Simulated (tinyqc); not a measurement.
Inside a calculation. Method: Pariser-Parr-Pople SCF with singles CI, for the molecule Fc1cnc2[nH]cnc2n1 (SMILES; centres numbered as the heavy atoms are written). Computed by tinyqc, a small Python program that keeps every step. Settings: charge = 0, gamma = MN, start = core, damping = 0.3, iteration cap = 51, excitations kept = 6. Command: `OMP_NUM_THREADS=1 python tinyqc.py 22400 22401 out.jsonl` (the two numbers bound the seeds that draw the settings). One thread of a shared host (Intel(R) Xeon(R) Processor @ 2.60GHz), about 0.03 s of CPU time with the checks. Later iterations appear only in the table of the cycle.

## PPP integrals

Centres (angstrom, eV; a flat drawing with bonds scaled to 1.40 angstrom):
```
centre          x          y  core charge z          W   gamma_rr
1F      -3.206000   0.690000              2  39.000000  21.400000
2C      -1.887000   0.221000              1  11.160000  11.130000
3C      -1.633000  -1.155000              1  11.160000  11.130000
4N      -0.314000  -1.624000              1  14.100000  12.300000
5C       0.752000  -0.715000              1  11.160000  11.130000
6N       2.140000  -0.899000              2  25.600000  16.800000
7C       2.743000   0.364000              1  11.160000  11.130000
8N       1.729000   1.328000              1  14.100000  12.300000
9C       0.498000   0.661000              1  11.160000  11.130000
10N     -0.822000   1.130000              1  14.100000  12.300000
```

Resonance integrals (eV):
```
i    j       beta
1    2  -2.100000
2    3  -2.390000
3    4  -2.510000
4    5  -2.510000
5    6  -2.240000
6    7  -2.240000
7    8  -2.510000
8    9  -2.510000
9   10  -2.510000
10   2  -2.510000
9    5  -2.390000
```

Mataga-Nishimoto: gamma = 14.399645/(R + a), a = 2 x 14.399645/(gamma_rr + gamma_ss); H_rr = -W_r - sum_(s != r) z_s gamma_rs; H_rs = beta for bonds.

repulsion gamma_rs (eV), lower triangle:
```
            1F         2C         3C         4N         5C         6N         7C         8N
1F   21.400000
2C    6.301220  11.130000
3C    4.350548   5.347034  11.130000
4N    3.158929   3.941119   5.477100  12.300000
5C    2.831627   3.517391   3.871896   5.474933  11.130000
6N    2.274444   2.763332   2.991948   4.057928   5.922692  16.800000
7C    2.104214   2.429919   2.429946   2.953336   4.046721   5.924104  11.130000
8N    2.469647   2.873712   2.662323   3.024684   4.121538   4.424840   5.478760  12.300000
9C    3.137568   3.871896   3.517605   3.940626   5.347034   4.368795   4.046743   5.476707
10N   4.391686   5.476517   3.940987   3.626052   3.940419   3.144047   2.953453   3.861141

            9C        10N
9C   11.130000
10N   5.475138  12.300000
```

core matrix H (eV), lower triangle:
```
             1F          2C          3C          4N          5C          6N          7C          8N
1F   -72.294327
2C    -2.100000  -56.746691
3C     0.000000   -2.390000  -53.091884
4N     0.000000    0.000000   -2.510000  -56.971562
5C     0.000000    0.000000    0.000000   -2.510000  -58.988571
6N     0.000000    0.000000    0.000000    0.000000   -2.240000  -63.746576
7C     0.000000    0.000000    0.000000    0.000000    0.000000   -2.240000  -51.555517
8N     0.000000    0.000000    0.000000    0.000000    0.000000    0.000000   -2.510000  -55.387842
9C     0.000000    0.000000    0.000000    0.000000   -2.390000    0.000000    0.000000   -2.510000
10N    0.000000   -2.510000    0.000000    0.000000    0.000000    0.000000    0.000000    0.000000

             9C         10N
9C   -57.848477
10N   -2.510000  -58.445173
```

## Starting guess

pi electrons, sum of z_r less the charge = 12

Orbitals of the core matrix H.

P at the start, lower triangle:
```
            1F         2C         3C         4N         5C         6N         7C         8N
1F    1.986406
2C    0.118413   0.959182
3C   -0.050292   0.536677   0.551413
4N   -0.048494   0.342324   0.643654   1.139643
5C    0.040658  -0.309859  -0.080700   0.546245   1.419856
6N   -0.010071   0.078048  -0.023134  -0.135664   0.183457   1.897998
7C   -0.005917   0.051282   0.121996   0.043726  -0.221639   0.335453   0.299937
8N    0.003004  -0.013967   0.187876   0.115779  -0.341519   0.005340   0.531458   1.248880
9C    0.014462  -0.142920  -0.191371  -0.124316   0.469025  -0.148162   0.142267   0.647735
10N  -0.078060   0.673610  -0.008778  -0.314822   0.041955   0.017353  -0.161590  -0.265483

           9C       10N
9C   1.150935
10N  0.471984  1.345752
```

## Iteration 1: Fock matrix

F_rr = H_rr + P_rr gamma_rr / 2 + sum_(s != r) P_ss gamma_rs; F_rs = H_rs - P_rs gamma_rs / 2; E = tr P (H + F) / 2 + core repulsion sum_(r<s) z_r z_s gamma_rs.

F (eV), lower triangle:
```
             1F         2C         3C         4N         5C         6N         7C         8N
1F   -17.422701
2C    -2.473073  -5.069114
3C     0.109399  -3.824814  -5.428482
4N     0.076594  -0.674570  -4.272678  -7.333449
5C    -0.057565   0.544947   0.156231  -4.005326  -4.654778
6N     0.011453  -0.107837   0.034608   0.275257  -2.783279  -9.388874
7C     0.006225  -0.062306  -0.148222  -0.064569   0.448456  -3.233631  -6.205995
8N    -0.003709   0.020069  -0.250093  -0.175098   0.703791  -0.011815  -3.965865  -7.736918
9C    -0.022688   0.276686   0.336584   0.244942  -3.643947   0.323644  -0.287860  -4.283728
10N    0.171407  -4.354517   0.017298   0.570781  -0.082661  -0.027280   0.238624   0.512533

            9C        10N
9C   -3.760956
10N  -3.802088  -6.314941
```

pi energy = -200.651211 eV

## Iteration 1: orbitals and new P

Diagonalise F (the basis is taken as orthonormal) and form P = 2 sum c c over the lowest orbitals; 0.3 of the old P is kept.

orbital energies (eV): -17.998113  -14.146041  -12.602318  -11.153711  -9.483202  -8.616072  -2.442472  -0.316046  0.142271  3.299495

P after iteration 1, lower triangle:
```
            1F         2C         3C         4N         5C         6N         7C         8N
1F    1.979138
2C    0.147308   0.939407
3C   -0.073278   0.583342   0.809856
4N   -0.024947   0.131195   0.676218   1.183040
5C    0.048787  -0.299456  -0.126416   0.583638   1.145294
6N   -0.010376   0.070384  -0.067220  -0.110737   0.327189   1.712451
7C   -0.014418   0.082823   0.164751  -0.054171  -0.246234   0.502489   0.699932
8N    0.014325  -0.074216   0.099107   0.065809  -0.190205  -0.184007   0.652875   1.298155
9C    0.008701  -0.091709  -0.255858  -0.003722   0.515510  -0.149867   0.004745   0.571343
10N  -0.097397   0.691266   0.003520  -0.313587   0.079267   0.047504  -0.180841  -0.145963

           9C       10N
9C   0.985014
10N  0.526668  1.247713
```

## Iteration 2: Fock matrix

As before.

F (eV), lower triangle:
```
             1F         2C         3C         4N         5C          6N         7C         8N
1F   -17.550858
2C    -2.564111  -5.216267
3C     0.159400  -3.949576  -5.374991
4N     0.039404  -0.258528  -4.361857  -7.687037
5C    -0.069074   0.526653   0.244734  -4.107690  -5.585265
6N     0.011800  -0.097247   0.100560   0.224682  -3.208921  -10.140900
7C     0.015169  -0.100627  -0.200168   0.079992   0.498220   -3.728398  -6.188495
8N    -0.017689   0.106638  -0.131927  -0.099526   0.391969    0.407102  -4.298472  -7.737726
9C    -0.013649   0.177544   0.450005   0.007334  -3.768224    0.327370  -0.009600  -4.074539
10N    0.213868  -4.402864  -0.006936   0.568541  -0.156172   -0.074677   0.267052   0.281792

            9C        10N
9C   -4.630502
10N  -3.951790  -7.084284
```

pi energy = -204.449742 eV

## Iteration 2: orbitals and new P

As before.

orbital energies (eV): -18.163733  -14.899657  -12.884132  -12.052727  -10.073576  -9.392479  -2.109005  -0.348248  0.117784  2.609447

P after iteration 2, lower triangle:
```
            1F         2C         3C         4N         5C         6N         7C         8N
1F    1.974502
2C    0.165245   0.915810
3C   -0.082479   0.593716   0.893868
4N   -0.018197   0.062490   0.689416   1.199358
5C    0.053432  -0.293668  -0.138904   0.588141   1.058573
6N   -0.011572   0.070793  -0.079956  -0.108944   0.385475   1.644433
7C   -0.018096   0.094773   0.176802  -0.085221  -0.244903   0.547559   0.849395
8N    0.019160  -0.096354   0.061909   0.053789  -0.134423  -0.251712   0.701266   1.307459
9C    0.007214  -0.076529  -0.277763   0.034889   0.535157  -0.155667  -0.049473   0.533549
10N  -0.107509   0.695577   0.022103  -0.313616   0.081616   0.056292  -0.178883  -0.101950

           9C       10N
9C   0.936525
10N  0.547382  1.220078
```

## Iteration 3: Fock matrix

As before.

F (eV), lower triangle:
```
             1F         2C         3C         4N         5C          6N         7C         8N
1F   -17.668403
2C    -2.620622  -5.305431
3C     0.179415  -3.977310  -5.395233
4N     0.028741  -0.123140  -4.398001  -7.806715
5C    -0.075649   0.516472   0.268910  -4.120015  -5.877205
6N     0.013160  -0.097813   0.119611   0.221043  -3.381524  -10.356172
7C     0.019039  -0.115145  -0.214810   0.125843   0.495528   -3.861900  -6.152243
8N    -0.023659   0.138447  -0.082411  -0.081348   0.277015    0.556892  -4.431034  -7.698530
9C    -0.011316   0.148156   0.488530  -0.068743  -3.820751    0.340039   0.100101  -3.971046
10N    0.236072  -4.414670  -0.043554   0.568594  -0.160800   -0.088492   0.264161   0.196822

            9C        10N
9C   -4.902801
10N  -4.008497  -7.357268
```

pi energy = -205.744644 eV

## Iteration 3: orbitals and new P

As before.

orbital energies (eV): -18.301807  -15.166145  -13.013517  -12.304798  -10.254193  -9.610769  -2.065165  -0.401725  0.187710  2.410408

P after iteration 3, lower triangle:
```
            1F         2C         3C         4N         5C         6N         7C         8N
1F    1.971824
2C    0.175093   0.902548
3C   -0.086363   0.594654   0.921263
4N   -0.016268   0.038930   0.695429   1.205908
5C    0.055983  -0.290893  -0.141328   0.585636   1.030403
6N   -0.012765   0.073585  -0.082513  -0.112227   0.410217   1.620603
7C   -0.019694   0.099122   0.179104  -0.094990  -0.239402   0.556109   0.904560
8N    0.021275  -0.104729   0.045838   0.051741  -0.113253  -0.275396   0.722914   1.307513
9C    0.007132  -0.073035  -0.285872   0.048179   0.544258  -0.160514  -0.071941   0.513398
10N  -0.112844   0.696527   0.033989  -0.313447   0.078176   0.057364  -0.174237  -0.083959

           9C       10N
9C   0.923352
10N  0.555892  1.212026
```

## Convergence

Stop when output and input P, before any damping, agree to 1e-7.

Course of the cycle:
```
iteration         E (eV)  largest |P(out) - P(in)|
1          -200.65121064                  5.71e-01
2          -204.44974204                  2.14e-01
3          -205.74464433                  7.88e-02
4          -206.16010403                  2.94e-02
5          -206.29085818                  1.12e-02
6          -206.33180938                  5.33e-03
7          -206.34464985                  3.14e-03
8          -206.34869333                  1.86e-03
9          -206.34997465                  1.11e-03
10         -206.35038386                  6.65e-04
11         -206.35051574                  3.99e-04
...                  ...                       ...
18         -206.35057988                  1.18e-05
19         -206.35057990                  7.14e-06
20         -206.35057991                  4.33e-06
21         -206.35057991                  2.64e-06
22         -206.35057992                  1.60e-06
23         -206.35057992                  9.76e-07
24         -206.35057992                  5.94e-07
25         -206.35057992                  3.62e-07
26         -206.35057992                  2.21e-07
27         -206.35057992                  1.35e-07
28         -206.35057992                  8.29e-08
```

Converged in 28 iterations.

## Converged orbitals

Charges are z - P_rr.

orbital energies (eV): -18.449733  -15.278629  -13.081259  -12.404570  -10.338305  -9.711236  -2.053066  -0.432716  0.239909  2.312551

coefficients:
```
          MO1        MO2        MO3        MO4        MO5        MO6        MO7        MO8
1F   0.961189  -0.101873   0.162112  -0.059216   0.091656   0.109507   0.052056  -0.087353
2C   0.247481   0.119938  -0.345854   0.144947  -0.296567  -0.377433  -0.272238   0.509308
3C   0.070634   0.165645  -0.403411  -0.203906   0.097345  -0.469324  -0.382012  -0.301121
4N   0.030484   0.312484  -0.399720  -0.454001   0.375926  -0.014592   0.467921  -0.134848
5C   0.016927   0.443931  -0.077019  -0.255162   0.024939   0.487459  -0.165540   0.537682
6N   0.008054   0.510150   0.448164  -0.310257  -0.490086  -0.086672  -0.148704  -0.347078
7C   0.005126   0.339550   0.376701   0.132950   0.131256  -0.420741   0.432958   0.340441
8N   0.010282   0.321537   0.180814   0.450874   0.535334  -0.157588  -0.219446  -0.099622
9C   0.029624   0.348302  -0.135912   0.368912   0.102659   0.417054  -0.229675  -0.224180
10N  0.087113   0.229847  -0.362954   0.457562  -0.444629   0.064458   0.469487  -0.196139

           MO9       MO10
1F   -0.045942  -0.055736
2C    0.281917   0.374634
3C   -0.431913  -0.332201
4N    0.271319   0.288531
5C   -0.067874  -0.415028
6N    0.206522   0.098225
7C   -0.471655   0.070975
8N    0.483202  -0.239886
9C   -0.389389   0.533043
10N   0.058519  -0.366497
```

pi charges: 1F 0.031115, 2C 0.106671, 3C 0.067027, 4N -0.212004, 5C -0.013278, 6N 0.389751, 7C 0.061697, 8N -0.301778, 9C 0.077533, 10N -0.206735

## Singles CI, singlets

Over the 6 single excitations with the smallest orbital gaps: A = (e_a - e_i) delta + 2 (ia|jb) - (ij|ab), with (pq|rs) = sum c_mp c_mq gamma_mn c_nr c_ns. f = 2/3 w |mu|^2 in atomic units, mu = sqrt2 sum c_ia sum_m c_mi c_ma R_m.

singlet CI matrix (eV), lower triangle:
```
           6>7        5>7        6>8        5>8       6>9       4>7
6>7   4.706227
5>7  -0.102304   5.268887
6>8   0.090106   0.440964   6.210900
5>8  -0.573167   0.021868   0.155975   6.550880
6>9  -0.039286   0.301439   0.104522   0.012620  6.769499
4>7   0.024563  -0.389519  -0.109021  -0.009616  0.033338  7.023951
```

singlet excitation energies (eV): 4.507473  5.032556  6.228955  6.714938  6.870876  7.175545

oscillator strengths: 0.518738  0.139422  0.326917  0.757748  0.415335  0.591934

## Singles CI, triplets

Over the 6 single excitations with the smallest orbital gaps: A = (e_a - e_i) delta - (ij|ab), with (pq|rs) = sum c_mp c_mq gamma_mn c_nr c_ns.

triplet CI matrix (eV), lower triangle:
```
           6>7        5>7        6>8        5>8        6>9       4>7
6>7   2.947219
5>7   0.041268   3.474698
6>8  -0.031481   0.208499   4.147255
5>8   0.208499  -0.000570  -0.244299   5.120936
6>9  -0.171343  -0.127363  -0.172693  -0.219142   5.112788
4>7  -0.124726   0.548476  -0.047517  -0.690075  -0.384542  5.352944
```

triplet excitation energies (eV): 2.903240  3.248521  4.061305  4.522132  5.344411  6.076229
